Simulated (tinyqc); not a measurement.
# p-i-n junction, non-linear Poisson equation by Newton steps: what changes with what

One dimension, p side on the left, n side on the right; net doping C = -Na for x < 0, 0 for 0 < x < Li and +Nd beyond. The potential psi is counted from the intrinsic level, and the quasi-Fermi potentials are flat: 0 for holes and -V for electrons, so n = ni exp((psi + V)/Vt) and p = ni exp(-psi/Vt) (Boltzmann statistics, full ionisation, no current).

Inputs (values chosen for the exercise); band and dielectric values close to those of indium phosphide: temperature T = 273 K; band gap Eg = 1.34 eV; relative permittivity eps_r = 12.7; conduction-band density of states at T Nc = 4.9e17 cm^-3; valence-band density of states at T Nv = 9.55e18 cm^-3; acceptor density of the p side Na = 1.3e16 cm^-3; donor density of the n side Nd = 3e16 cm^-3; bias of the p side against the n side V = 0.16 V; width of the undoped layer, from x = 0 to Li Li = 440 nm.

Constants: q = 1.602176634e-19 C, kB = 1.380649e-23 J/K, Vt = kB T/q, eps0 = 8.8541878128e-14 F/cm where lengths are in cm. Results are converted to the units shown.

Each table varies one quantity; the others keep the values above.

## Capacitance and field against bias

The Poisson equation d/dx(eps0 eps_r dpsi/dx) = -q (p - n + C) is solved on a mesh of more than 1000 nodes that ends in neutral material (psi_p = -Vt ln(Na/ni), psi_n = Vt ln(Nd/ni) - V). C_j = q d/dV of the integral of p over x, from the linearised equation. ni = sqrt(Nc Nv) exp(-Eg/(2 Vt)), Eg in volts. Depletion approximation: Vbi = Vt ln(Na Nd/ni^2), W = sqrt(2 eps0 eps_r (Vbi - V)(1/Na + 1/Nd)/q), xp = W Nd/(Na + Nd), xn = W Na/(Na + Nd), peak field 2 (Vbi - V)/W, capacitance eps0 eps_r/W. The last column applies it to an abrupt Na-Nd junction.

Capacitance and field against bias:

| V (V) | peak \|E\| (kV/cm) | C_j (nF/cm^2) | 1/C_j^2 (cm^4/uF^2) | eps0 eps_r/C_j (nm) | abrupt depletion C (nF/cm^2) |
|---|---|---|---|---|---|
| 0 | 20.83 | 18.78 | 2836 | 598.8 | 27.02 |
| -0.33 | 25.99 | 17.55 | 3245 | 640.6 | 23.75 |
| -0.67 | 31.10 | 16.52 | 3663 | 680.6 | 21.37 |
| -1 | 35.81 | 15.68 | 4067 | 717.1 | 19.64 |
| -1.33 | 40.31 | 14.96 | 4471 | 751.9 | 18.26 |
| -1.67 | 44.73 | 14.30 | 4887 | 786.1 | 17.12 |
| -2 | 48.84 | 13.75 | 5291 | 817.9 | 16.18 |

What does the comparison show?

With V going from 0 to -2 V, C_j falls from 18.8 to 13.7 nF/cm^2 and the peak field rises from 20.8 to 48.8 kV/cm. The slope of 1/C_j^2, read as N = 2/(q eps0 eps_r |slope|), gives 8.94e15 cm^-3 between the first two rows and 9.07e15 cm^-3 between the last two, against Na Nd/(Na + Nd) = 9.07e15 cm^-3; the slopes of all rows agree within 1 %, as for uniform doping at both edges. At the end C_j goes as (Vbi - V)^(-0.36) with Vbi = 1.12 V, and it is 15 % below the abrupt depletion formula (at the first row 30 % below it).

## Effect of the width of the undoped layer

Same model as above.

The abrupt values quoted are those of these depletion formulas.

Effect of the width of the undoped layer:

| Li (nm) | peak \|E\| (kV/cm) | C_j (nF/cm^2) | eps0 eps_r/C_j (nm) |
|---|---|---|---|
| 55 | 42.0 | 29.6 | 380 |
| 78 | 39.5 | 29.3 | 384 |
| 110 | 36.4 | 28.7 | 391 |
| 160 | 32.1 | 27.5 | 408 |
| 220 | 27.9 | 25.8 | 435 |
| 310 | 23.0 | 23.1 | 487 |
| 440 | 18.3 | 19.5 | 577 |

Read the table: what changes, and by how much?

As Li grows from 55 to 440 nm, the peak field falls from 42.0 to 18.3 kV/cm and C_j falls from 29.6 to 19.5 nF/cm^2. The abrupt depletion formulas give 49.8 kV/cm and W = 385 nm; the first row's field is 16 % below that and the last row's 63 % below it. The same voltage drops over a longer distance, so the field falls.

Program tinyqc, `OMP_NUM_THREADS=1 python tinyqc.py 2000059 2000060 out.jsonl`; Intel Xeon 2.30GHz, shared host, one thread, about 0.04 s.
